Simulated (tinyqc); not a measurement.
A log to judge: molecular dynamics of a small cluster by velocity Verlet steps. Computed by tinyqc. Command: `OMP_NUM_THREADS=1 python tinyqc.py 3025210 3025211 out.jsonl verlet walk`. One thread of a shared host (Intel(R) Xeon(R) Processor @ 2.30GHz), about 0.03 s of CPU time with the checks.

E = sum_i {sum_j A exp(-p (r_ij/r0 - 1)) - xi sqrt(rho_i)}, rho_i = sum_j exp(-2 q (r_ij/r0 - 1)); the force on i is -sum_j w_ij (R_i - R_j)/r_ij with w_ij = -(2p/r0) A exp(-p (r_ij/r0 - 1)) + (xi q/r0) exp(-2 q (r_ij/r0 - 1)) (rho_i^(-1/2) + rho_j^(-1/2)).

Inputs (values chosen for the exercise, for model atoms):
```
quantity       value      unit
length r0       2.71  angstrom
repulsion A     0.15        eV
hopping xi      1.77        eV
decay p         10.7         -
decay q         3.15         -
atomic mass M    159         u
time step dt       9        fs
steps            200         -
```

Potential: Gupta. Thermostat: none.

starting positions (angstrom):
```
           x     y      z
atom 1  0.01  0.01   0.02
atom 2  2.54     0      0
atom 3  1.31  2.17  -0.01
```

starting velocities (angstrom/fs):
```
               x         y         z
atom 1  -0.00036  -0.00157  -0.00072
atom 2    0.0004  -0.00037  -0.00088
atom 3    -4e-05   0.00194   0.00161
```

Constants: 1 eV/(angstrom u) = 9.648533212e-03 angstrom/fs^2; k_B = 8.617333262e-05 eV/K.

Method. Velocity Verlet: a = c F/M with c = 9.648533212e-3 angstrom/fs^2 per eV/(angstrom u); R(new) = R + v dt + a dt^2/2; v(new) = v + (a + a(new)) dt/2. Kinetic energy K = M v^2/(2c); temperature T = 2K/((3N - 3) k_B), rotation of the cluster included. Spread = largest minus smallest value. The test of the step is the spread (largest minus smallest) of the total energy over the run without thermostat, against the spread of K; the step passes below 5 %. The mean T is over the second half.

Course of the run (evenly spaced rows):
```
step  t (fs)    U (eV)    K (eV)  U + K (eV)    T (K)
0          0  -7.47457  0.086858    -7.38771   335.98
14       126  -7.58321  0.192947    -7.39026   746.35
28       252  -7.67689  0.283673    -7.39321  1097.30
42       378  -7.67068  0.278836    -7.39185  1078.59
56       504  -7.68178  0.289287    -7.39249  1119.01
70       630  -7.64568  0.253626    -7.39206   981.07
84       756  -7.53379  0.144845    -7.38895   560.29
98       882  -7.44724  0.060125    -7.38711   232.58
112     1008  -7.45443  0.067157    -7.38728   259.77
126     1134  -7.55795  0.168518    -7.38943   651.86
140     1260  -7.63807  0.246511    -7.39156   953.55
154     1386  -7.66313  0.271980    -7.39115  1052.07
168     1512  -7.70748  0.313188    -7.39429  1211.47
182     1638  -7.65746  0.264757    -7.39271  1024.13
196     1764  -7.54368  0.154030    -7.38965   595.81
```

Can the last value be used, and what does the course show?

No. The total energy spreads by 5.3 % of the swings of K: with omega_max dt = 0.42 the step is too long, below the stability limit of 2 but far too coarse for the fast vibration. Reruns converge with time step dt = 6.3; or with time step dt = 1.1.
